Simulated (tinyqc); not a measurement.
Linear model of a band gap against the share of exact exchange: sweeps and comparisons. A value that a table varies takes the place of the one given here.

E(alpha) = E0 + S alpha. A wider gap screens less, modelled in the Penn form eps(alpha) = 1 + (e0 - 1)(EP/(EP + S alpha))^2 with a scale EP chosen for the exercise. A dielectric-dependent hybrid takes alpha = 1/eps.

Values chosen for the exercise (of the order of those of HfO2; the results hold for these values, not for the real material):
```
symbol  value  unit  meaning
E0      4.23   eV    gap of the semi-local functional
S       8.32   eV    slope dE/d(alpha)
e0      4.86         optical dielectric constant at alpha = 0
EP      19.4   eV    energy scale of the screening
Et      5.84   eV    target gap
```

## Sweep of alpha

Also the exciton scale relative to alpha = 0, (m/m(0))(eps(0)/eps)^2, with a mass proportional to E + D, D = E0/2 + 0.3 eV, a k.p rule for direct gaps only.

Results:
```
alpha  E (eV)    eps  alpha eps  exciton scale
0.00    4.230  4.860      0.000           1.00
0.05    4.646  4.700      0.235           1.14
0.10    5.062  4.549      0.455           1.28
0.15    5.478  4.407      0.661           1.44
0.20    5.894  4.274      0.855           1.62
0.25    6.310  4.149      1.037           1.80
0.35    7.142  3.918      1.371           2.21
0.50    8.390  3.617      1.809           2.94
```

What does this show, and why?

alpha eps reaches 1 between alpha = 0.2 and 0.25 (fixed point 0.240), and the target gap is met between 0.15 and 0.2. At the fixed point the gap is 6.22 eV, +0.38 eV from the target. From 0 to 0.25 the gap grows by 2.08 eV while eps falls by 15 %; the exciton scale, which takes both, grows by a factor of 1.80 (formal for an indirect gap).

## What each parameter does

Fixed point alpha = 1/eps(alpha), gap and eps there. Each row changes one parameter from the base and keeps the others.

Results:
```
case            alpha  E (eV)    eps
base           0.2396   6.223  4.174
E0 = 3.807 eV  0.2396   5.800  4.174
S = 7.488 eV   0.2357   5.995  4.243
e0 = 4.374     0.2695   6.472  3.711
EP = 17.46 eV  0.2440   6.260  4.098
```

What does this show?

The largest shifts from the base row, up to three for each result and ties (the steps differ in size, so this ranks the rows, not the parameters). alpha: e0 +0.0299, EP +0.0045, S -0.0039; unchanged at the printed digits by E0. E (eV): E0 -0.423, e0 +0.249, S -0.228. eps: e0 -0.463, EP -0.077, S +0.069; unchanged at the printed digits by E0.

(tinyqc, `OMP_NUM_THREADS=1 python tinyqc.py 1880841 1880842 out.jsonl`, Intel(R) Xeon(R) Processor @ 2.30GHz, 1 thread, shared host, about 0.01 s.)
